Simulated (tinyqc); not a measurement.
# Nanowire ballistic transistor, top-of-the-barrier model: what changes with what

At the top of the source barrier, states moving towards the drain are filled by the source (Fermi level 0) and states moving back by the drain (Fermi level -q Vd); nothing scatters. U is the shift of the band edge there, set by the capacitances CG, CD and CS (the total) and by the charge. Parabolic one-dimensional subband; the source is grounded.

Inputs (values chosen for the exercise); mass and valleys close to those of silicon (two valleys):
- T = 300 K (temperature)
- m = 0.187 m0 (effective mass)
- gv = 2 (valley degeneracy)
- eox = 22 (relative permittivity of the gate insulator)
- tox = 1.6 nm (insulator thickness)
- d = 6 nm (wire diameter)
- aG = 0.86 (gate control CG/CS)
- aD = 0.108 (drain control CD/CS)
- E0 = 0.34 eV (band edge at the barrier top above the source Fermi level at zero bias)

Constants: q = 1.602176634e-19 C, kB = 1.380649e-23 J/K, hbar = 1.054571817e-34 J s, h = 6.62607015e-34 J s, m0 = 9.1093837015e-31 kg, Vt = kB T/q, eps0 = 8.8541878128e-14 F/cm where lengths are in cm. Results are converted to the units shown.

Each table varies one quantity; the others keep the values above.

## Effect of the effective mass

N0 = gv sqrt(2 m kB T/pi)/hbar, CG = 2 pi eps0 eox/ln(1 + 2 tox/d), CS = CG/aG, n0 = n at U = 0 and Vd = 0. eta1 = -(E0 + U)/Vt, eta2 = eta1 - Vd/Vt, n = (N0/2)[F_(-1/2)(eta1) + F_(-1/2)(eta2)], F_(-1/2)(x) = (1/sqrt(pi)) int_0^infinity u^(-1/2)/(1 + exp(u - x)) du. U = UL + q (n - n0)/CS with UL = -(aG Vg + aD Vd), energies in eV. I = gv (2 q^2/h) Vt [ln(1 + exp eta1) - ln(1 + exp eta2)]. CQ = (q/Vt) dn/d(eta1). E0 is held fixed.

In this table Vg = 0.6 V, Vd = 0.6 V.

Effect of the effective mass:
```
m (m0)	eta1	n (cm^-1)	I (uA)	mean velocity I/(q n) (cm/s)	CQ/CS
0.02	8.9049	2.2008e6	35.674	1.0117e8	0.023558
0.032	8.7995	2.7669e6	35.252	7.9522e7	0.029992
0.05	8.6754	3.4335e6	34.755	6.3179e7	0.037781
0.08	8.5139	4.3014e6	34.108	4.9493e7	0.048284
0.13	8.3068	5.4142e6	33.278	3.8363e7	0.062388
0.2	8.0820	6.6214e6	32.379	3.0521e7	0.078564
0.32	7.7853	8.2154e6	31.190	2.3696e7	0.10147
0.5	7.4465	1.0036e7	29.834	1.8555e7	0.13004
0.8	7.0226	1.2313e7	28.137	1.4262e7	0.17007
```

As m goes from 0.02 to 0.8 m0, n rises from 2.20e6 to 1.23e7 cm^-1, the mean velocity falls from 1.01e8 to 1.43e7 cm/s and the current falls from 35.7 to 28.1 uA. CQ/CS goes from 0.024 to 0.17. The loss of velocity outweighs the gain of charge over the whole range. For m = 0.13 to 0.8 m0 higher subbands of the wire, left out here, could begin to fill.

## Output curve

Same model as above.

CQ = (q/Vt) dn/d(eta1).

In this table Vg = 0.6 V.

Results:
```
Vd (V)	eta1	n (cm^-1)	I (uA)	mean velocity I/(q n) (cm/s)	CQ/CS
0.01	5.033	9.762e6	1.537	9.830e5	0.2053
0.025	5.137	9.540e6	3.836	2.510e6	0.2112
0.05	5.317	9.131e6	7.634	5.218e6	0.2233
0.1	5.709	8.146e6	14.92	1.143e7	0.2523
0.2	6.490	6.195e6	24.99	2.518e7	0.1614
0.3	6.955	5.942e6	27.83	2.923e7	0.08621
0.4	7.345	6.094e6	29.42	3.014e7	0.08026
0.6	8.120	6.418e6	32.53	3.164e7	0.07577
0.8	8.898	6.727e6	35.65	3.307e7	0.07207
```

Estimate the missing row, Vd = 0.15 V.

Computed row:
```
Vd (V)	eta1	n (cm^-1)	I (uA)	mean velocity I/(q n) (cm/s)	CQ/CS
0.15	6.128	7.019e6	21.08	1.874e7	0.2437
```

With this row back in the table: The current rises from 1.54 to 35.6 uA; n goes from 9.76e6 through a minimum of 5.94e6 (at Vd = 0.3 V among the rows listed) to 6.73e6 cm^-1 and eta1 rises from 5.03 to 8.90. The resistance in the first row is 6.50 kohm, against h/(2 q^2 gv) = 6.45 kohm for one open subband, though nothing scatters in the channel. The current passes 90 % of its last value at Vd = 0.6 V among the rows, where eta2 = -15; returning states are gone from Vd = 0.4 V on (eta2 < -7), and from there the drain control aD lifts eta1 from 7.34 to 8.90. In every row higher subbands of the wire, left out here, could begin to fill.

Computed by the program tinyqc: `OMP_NUM_THREADS=1 python tinyqc.py 2400052 2400053 out.jsonl`, one thread of a shared Intel Xeon 2.30GHz, about 0.04 s for the whole run.
